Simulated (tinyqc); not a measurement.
# Implanted layer, carriers, mobility and sheet resistance: effect of the temperature

A p-type layer from the surface x = 0 to the junction xj, N(x) = N0 exp(-(x - Rp)^2/(2 sg^2)). Local neutrality (no depletion at surface or junction, no spilling of carriers), intrinsic carriers neglected, full ionisation of active dopants.

xj = Rp + sg sqrt(2 ln(N0/Nb)). Active dopant A = min(N, Ns); p = A - Nb; mobility mu = m1 + (m2 (T/300 K)^(-bt) - m1)/(1 + ((A + Nb)/Nr)^am). Dose = integral of N, carrier sheet density = integral of p, 1/Rs = q integral of p mu, mean mobility 1/(q Rs sheet density), Hall mobility (unit Hall factor) = integral of p mu^2 over integral of p mu, Hall sheet density = (integral of p mu)^2/integral of p mu^2; all from 0 to xj. Integrals on 4000 steps.

Inputs (values chosen for the exercise); values close to those of boron in silicon over an n-type background:
- Nb = 9.3e16 cm^-3 (background doping of the opposite type)
- N0 = 2.7e20 cm^-3 (peak chemical concentration)
- m1 = 45.9 cm^2/(V s) (mobility limit at high doping)
- m2 = 452 cm^2/(V s) (mobility limit at low doping, at 300 K)
- Nr = 2.18e17 cm^-3 (reference doping of the mobility law)
- am = 0.721 (exponent of the mobility law)
- bt = 2.2 (temperature exponent of m2)
- Ns = 1.96e20 cm^-3 (solubility limit of active dopant)
- sg = 30 nm (straggle after annealing)
- Rp = 26 nm (projected range)

Constants: q = 1.602176634e-19 C. Results are converted to the units shown.

The same in every row: xj (nm) = 145.8; dose (cm^-2) = 1.638e15; carriers (cm^-2) = 1.408e15.

Effect of the temperature:

| T (K) | Rs (ohm/square) | mean mobility (cm^2/(V s)) | Rs xj (ohm nm) | Hall/true sheet density |
|---|---|---|---|---|
| 150 | 67.33 | 65.85 | 9817 | 0.8892 |
| 200 | 78.78 | 56.28 | 1.149e4 | 0.9559 |
| 250 | 85.13 | 52.08 | 1.241e4 | 0.9812 |
| 300 | 88.87 | 49.89 | 1.296e4 | 0.9914 |
| 350 | 91.21 | 48.61 | 1.330e4 | 0.9958 |
| 400 | 92.75 | 47.81 | 1.352e4 | 0.9978 |
| 450 | 93.80 | 47.27 | 1.368e4 | 0.9989 |
| 500 | 94.55 | 46.89 | 1.379e4 | 0.9994 |
| 550 | 95.11 | 46.62 | 1.387e4 | 0.9997 |

As T goes from 150 to 550, xj stays at 146 nm, Rs rises from 67.3 to 95.1 ohm/square, the mean mobility falls from 65.9 to 46.6 cm^2/(V s) and the share of the dose that conducts stays at 85.9 %.

Numbers from tinyqc (`OMP_NUM_THREADS=1 python tinyqc.py 2110010 2110011 out.jsonl`; about 0.01 s on one thread of a shared Intel Xeon 2.30GHz).
